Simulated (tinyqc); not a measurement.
Quasi-harmonic thermal expansion with mode Grueneisen parameters: one step, computed by the program tinyqc.

A crystal with two atoms a cell; per atom there are 1 transverse acoustic (TA), 1/2 longitudinal acoustic (LA) and 3/2 optical (O) modes. Every frequency of group i scales as nu_i (V/V0)^(-gamma_i). The acoustic groups have Debye spectra, density 3 nu^2/nu_i^3 up to nu_i (40 Gauss-Legendre points); the optical group has one frequency. Static energy: E = (9 V0 B0/16) [y^3 B' + y^2 (2 - 4 y)], y = (V0/V)^(2/3) - 1, with pressure P_s = (3 B0/2) (z^7 - z^5) [1 + (3/4)(B' - 4)(z^2 - 1)], z = (V0/V)^(1/3).

Question. Grueneisen's estimate. gamma_th = sum gamma_i C_i / sum C_i; volume expansion coefficient alpha_V = gamma_th C k_B/(B0 V0); linear coefficient alpha_V/3; first-order volume change P_ph/B0.

Inputs (values chosen for the exercise, modelled on zinc selenide): static volume V0 = 22.8 angstrom^3/atom; static bulk modulus B0 = 60.9 GPa; temperature T = 120 K.

Acoustic groups: Debye.

Groups:
```
group  h nu_i/(k_B T)  U_i (meV)  C_i (k_B)  gamma_i C_i (k_B)
TA          0.7678789   10.64355  0.9711278          -1.262466
LA           2.067674   6.223488  0.4075202          0.3952946
O            2.591591   23.35404  0.8817264           1.322590
```

phonon pressure at V0 = 0.1913563 GPa

Constants: k_B = 8.617333262e-05 eV/K; 1 eV/angstrom^3 = 160.2176634 GPa.

Give: heat capacity C at V0; gamma_th at V0; linear expansion, Grueneisen estimate; first-order volume change.

Answer.

heat capacity C at V0 = 2.2604 k_B/atom

gamma_th at V0 = 0.20148

linear expansion, Grueneisen estimate = 1.5095 ppm/K

first-order volume change = 0.31421 %
